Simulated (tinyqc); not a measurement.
What each parameter does: quasiparticle equation with a plasmon-pole self-energy for two band edges.

For each edge E = e + X + Sc(E), with the correlation part Sc(E) = A[0]/(E - a + w) + A[1]/(E - b - w); a and b are the valence and conduction energies that enter the Green function (a = ev, b = ec in the one-shot scheme). Z = 1/(1 - dSc/dE), dSc/dE = -A[0]/(E - a + w)^2 - A[1]/(E - b - w)^2.

Inputs chosen for the exercise (scales of the order of those of HfO2; the results hold for these values, not for the real material):
- ev = 0 eV (mean-field valence top)
- ec = 3.94 eV (mean-field conduction edge)
- w = 14.2 eV (pole energy)
- Av = (36.4, 14.8) eV^2 (weights of the valence state on the hole and electron poles)
- Ac = (22.2, 40.4) eV^2 (the same for the conduction state)
- Xv = -3.27 eV (exchange minus the mean-field potential, valence)
- Xc = 2.55 eV (the same, conduction)

Exact one-shot edges and Z of the valence state there.

One parameter was then changed.

Results before and after:
```
case     Ev (eV)  Ec (eV)  gap (eV)       Z
base     -1.2281   4.6678    5.8959  0.7963
changed  -1.1172   4.6678    5.7850  0.7916
```

Which of these changes was made? (a) Xc = 2.65 eV; (b) Ac = (22.2, 42.42) eV^2; (c) w = 14.91 eV; (d) ec = 4.04 eV; (e) Xv = -3.37 eV; (f) Av = (38.22, 14.8) eV^2.

Answer: (f) Av = (38.22, 14.8) eV^2. Of the candidates, run in turn, only this one gives the changed row.

All candidates:
```
case                     Ev (eV)  Ec (eV)  gap (eV)       Z
base                     -1.2281   4.6678    5.8959  0.7963
w = 14.91 eV             -1.3243   4.7531    6.0774  0.8107
Xv = -3.37 eV            -1.3076   4.6678    5.9755  0.7948
Xc = 2.65 eV             -1.2281   4.7456    5.9737  0.7963
ec = 4.04 eV             -1.2250   4.7630    5.9880  0.7966
Av = (38.22, 14.8) eV^2  -1.1172   4.6678    5.7850  0.7916
Ac = (22.2, 42.42) eV^2  -1.2281   4.5520    5.7801  0.7963
```

Program tinyqc; command `OMP_NUM_THREADS=1 python tinyqc.py 1880102 1880103 out.jsonl`; about 0.02 s on one thread of a shared Intel(R) Xeon(R) Processor @ 2.30GHz.
